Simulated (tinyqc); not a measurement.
Worked calculation: UHF in the sto-3g basis, for Be+, spin multiplicity 2. One step of it, computed by the program tinyqc.

Question. Iteration 2: building the Fock matrix. J_ij = sum D_kl (ij|kl) with D = D(alpha) + D(beta), K_ij = sum D_kl (ik|jl) for each spin; F = H + J - K(s); E = tr D H + tr D J / 2 - 0.5 sum_s tr D(s) K(s) + E_nn.

D(alpha) after iteration 1, order 1Be 1s, 1Be 2s, 1Be 2px, 1Be 2py, 1Be 2pz:
```
[[1.030331, -0.131214, -0.056117, 0.129808, -0.041265],
 [-0.131214, 0.539600, 0.300778, -0.412379, 0.086254],
 [-0.056117, 0.300778, 0.167947, -0.229361, 0.047733],
 [0.129808, -0.412379, -0.229361, 0.316027, -0.066518],
 [-0.041265, 0.086254, 0.047733, -0.066518, 0.014200]]
```

D(beta) after iteration 1, order 1Be 1s, 1Be 2s, 1Be 2px, 1Be 2py, 1Be 2pz:
```
[[0.994929, 0.007244, 0.026542, 0.015821, -0.017247],
 [0.007244, 0.000053, 0.000193, 0.000115, -0.000126],
 [0.026542, 0.000193, 0.000708, 0.000422, -0.000460],
 [0.015821, 0.000115, 0.000422, 0.000252, -0.000274],
 [-0.017247, -0.000126, -0.000460, -0.000274, 0.000299]]
```

core Hamiltonian H = T + V (hartree), order 1Be 1s, 1Be 2s, 1Be 2px, 1Be 2py, 1Be 2pz:
```
[[-7.867117, -1.932258, 0.000000, 0.000000, 0.000000],
 [-1.932258, -2.102157, 0.000000, 0.000000, 0.000000],
 [0.000000, 0.000000, -1.634157, 0.000000, 0.000000],
 [0.000000, 0.000000, 0.000000, -1.634157, 0.000000],
 [0.000000, 0.000000, 0.000000, 0.000000, -1.634157]]
```

Two-electron integrals (ij|kl) in chemists' order, unique and non-zero (hartree):
```
(11|11) 2.298831   (21|11) 0.392036   (21|21) 0.079539   (22|11) 0.570988
(22|21) 0.143041   (22|22) 0.417683   (31|31) 0.014607   (32|31) 0.021888
(32|32) 0.092265   (33|11) 0.569578   (33|21) 0.143083   (33|22) 0.417589
(33|33) 0.449859   (41|41) 0.014607   (42|41) 0.021888   (42|42) 0.092265
(43|43) 0.024249   (44|11) 0.569578   (44|21) 0.143083   (44|22) 0.417589
(44|33) 0.401360   (44|44) 0.449859   (51|51) 0.014607   (52|51) 0.021888
(52|52) 0.092265   (53|53) 0.024249   (54|54) 0.024249   (55|11) 0.569578
(55|21) 0.143083   (55|22) 0.417589   (55|33) 0.401360   (55|44) 0.401360
(55|55) 0.449859
```

nuclear repulsion = 0 hartree

Give: Coulomb J; exchange K(alpha); exchange K(beta); F(alpha); F(beta); total energy of this density.

Answer.

Coulomb J (hartree), order 1Be 1s, 1Be 2s, 1Be 2px, 1Be 2py, 1Be 2pz:
```
[[5.1511, 0.9229, 0.0123, -0.0138, 0.0021],
 [0.9229, 1.5549, 0.0542, -0.0697, 0.0133],
 [0.0123, 0.0542, 1.5521, -0.0111, 0.0023],
 [-0.0138, -0.0697, -0.0111, 1.5592, -0.0032],
 [0.0021, 0.0133, 0.0023, -0.0032, 1.5446]]
```

exchange K(alpha) (hartree), order 1Be 1s, 1Be 2s, 1Be 2px, 1Be 2py, 1Be 2pz:
```
[[2.3159, 0.4067, 0.0168, 0.0078, -0.0099],
 [0.4067, 0.3158, 0.1441, -0.1888, 0.0372],
 [0.0168, 0.1441, 0.1427, -0.0976, 0.0203],
 [0.0078, -0.1888, -0.0976, 0.2057, -0.0283],
 [-0.0099, 0.0372, 0.0203, -0.0283, 0.0772]]
```

exchange K(beta) (hartree), order 1Be 1s, 1Be 2s, 1Be 2px, 1Be 2py, 1Be 2pz:
```
[[2.2929, 0.3948, 0.0155, 0.0093, -0.0101],
 [0.3948, 0.0813, 0.0045, 0.0027, -0.0029],
 [0.0155, 0.0045, 0.0152, 0.0002, -0.0002],
 [0.0093, 0.0027, 0.0002, 0.0150, -0.0001],
 [-0.0101, -0.0029, -0.0002, -0.0001, 0.0150]]
```

F(alpha) (hartree), order 1Be 1s, 1Be 2s, 1Be 2px, 1Be 2py, 1Be 2pz:
```
[[-5.0319, -1.4160, -0.0045, -0.0216, 0.0119],
 [-1.4160, -0.8630, -0.0899, 0.1191, -0.0238],
 [-0.0045, -0.0899, -0.2248, 0.0865, -0.0180],
 [-0.0216, 0.1191, 0.0865, -0.2806, 0.0251],
 [0.0119, -0.0238, -0.0180, 0.0251, -0.1668]]
```

F(beta) (hartree), order 1Be 1s, 1Be 2s, 1Be 2px, 1Be 2py, 1Be 2pz:
```
[[-5.0089, -1.4041, -0.0032, -0.0231, 0.0122],
 [-1.4041, -0.6286, 0.0498, -0.0724, 0.0162],
 [-0.0032, 0.0498, -0.0973, -0.0113, 0.0025],
 [-0.0231, -0.0724, -0.0113, -0.0899, -0.0031],
 [0.0122, 0.0162, 0.0025, -0.0031, -0.1046]]
```

total energy of this density = -14.012184 hartree
